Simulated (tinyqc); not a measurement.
Classical Heisenberg spin chain: exact results, Metropolis, heat-bath and over-relaxation steps, and a Monte Carlo run: one step, computed by the program tinyqc. Command: `OMP_NUM_THREADS=1 python tinyqc.py 3130447 3130448 out.jsonl heismc walk`. One thread of a shared host (Intel(R) Xeon(R) Processor @ 2.30GHz), about 0.2 s of CPU time with the checks.

E = -J sum_i s_i . s_(i+1) for unit vectors s_i on an open chain; K = J/(k_B T).

Question. Finite chain. For N spins, <|sum s|^2>/N = (1 + u)/(1 - u) - 2 u (1 - u^N)/(N (1 - u)^2); the long chain has (1 + u)/(1 - u), chi over the Curie value, and the difference is relative to it.

Inputs (values chosen for the exercise, for a model chain of large moments): temperature T = 95.2 K; length N of the open chain = 8.

u = 0.1907230

chi over the Curie value = 1.471342

Give: <|sum s|^2>/N; difference from the long chain.

Answer.

<|sum s|^2>/N = 1.399

difference from the long chain = -4.948 %
